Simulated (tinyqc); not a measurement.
Pariser-Parr-Pople SCF with singles CI, for the molecule c1ccc2cnccc2c1 (SMILES; centres numbered as the heavy atoms are written), step by step. One step of it, computed by the program tinyqc.

Task: PPP integrals. Mataga-Nishimoto: gamma = 14.399645/(R + a), a = 2 x 14.399645/(gamma_rr + gamma_ss); H_rr = -W_r - sum_(s != r) z_s gamma_rs; H_rs = beta for bonds.

Centres (angstrom, eV; a flat drawing with bonds scaled to 1.40 angstrom):
```
centre          x          y  core charge z          W   gamma_rr
1C       2.425000  -0.700000              1  11.160000  11.130000
2C       2.425000   0.700000              1  11.160000  11.130000
3C       1.212000   1.400000              1  11.160000  11.130000
4C       0.000000   0.700000              1  11.160000  11.130000
5C      -1.212000   1.400000              1  11.160000  11.130000
6N      -2.425000   0.700000              1  14.100000  12.300000
7C      -2.425000  -0.700000              1  11.160000  11.130000
8C      -1.212000  -1.400000              1  11.160000  11.130000
9C       0.000000  -0.700000              1  11.160000  11.130000
10C      1.212000  -1.400000              1  11.160000  11.130000
```

Resonance integrals (eV):
```
i    j       beta
1    2  -2.390000
2    3  -2.390000
3    4  -2.390000
4    5  -2.390000
5    6  -2.510000
6    7  -2.510000
7    8  -2.390000
8    9  -2.390000
9   10  -2.390000
10   1  -2.390000
9    4  -2.390000
```

Give: repulsion gamma_rs; core matrix H.

Result:

repulsion gamma_rs (eV), lower triangle:
```
          1C       2C       3C       4C       5C       6N       7C       8C
1C   11.1300
2C    5.3455  11.1300
3C    3.8720   5.3446  11.1300
4C    3.5174   3.8722   5.3463  11.1300
5C    2.6212   2.8814   3.8732   5.3463  11.1300
6N    2.2940   2.3687   2.9191   3.9406   5.4759  12.3000
7C    2.3438   2.2706   2.6212   3.5174   3.8720   5.4769  11.1300
8C    2.8814   2.6212   2.8815   3.8725   3.5175   3.9404   5.3446  11.1300
9C    3.8722   3.5174   3.8725   5.3455   3.8725   3.5738   3.8722   5.3463
10C   5.3446   3.8720   3.5175   3.8725   2.8815   2.6524   2.8814   3.8732

          9C      10C
9C   11.1300
10C   5.3463  11.1300
```

core matrix H (eV), lower triangle:
```
           1C        2C        3C        4C        5C        6N        7C        8C
1C   -43.2519
2C    -2.3900  -43.2535
3C     0.0000   -2.3900  -45.4078
4C     0.0000    0.0000   -2.3900  -49.7906
5C     0.0000    0.0000    0.0000   -2.3900  -45.5014
6N     0.0000    0.0000    0.0000    0.0000   -2.5100  -46.7417
7C     0.0000    0.0000    0.0000    0.0000    0.0000   -2.5100  -43.3599
8C     0.0000    0.0000    0.0000    0.0000    0.0000    0.0000   -2.3900  -45.4386
9C     0.0000    0.0000    0.0000   -2.3900    0.0000    0.0000    0.0000   -2.3900
10C   -2.3900    0.0000    0.0000    0.0000    0.0000    0.0000    0.0000    0.0000

           9C       10C
9C   -49.7786
10C   -2.3900  -45.4013
```
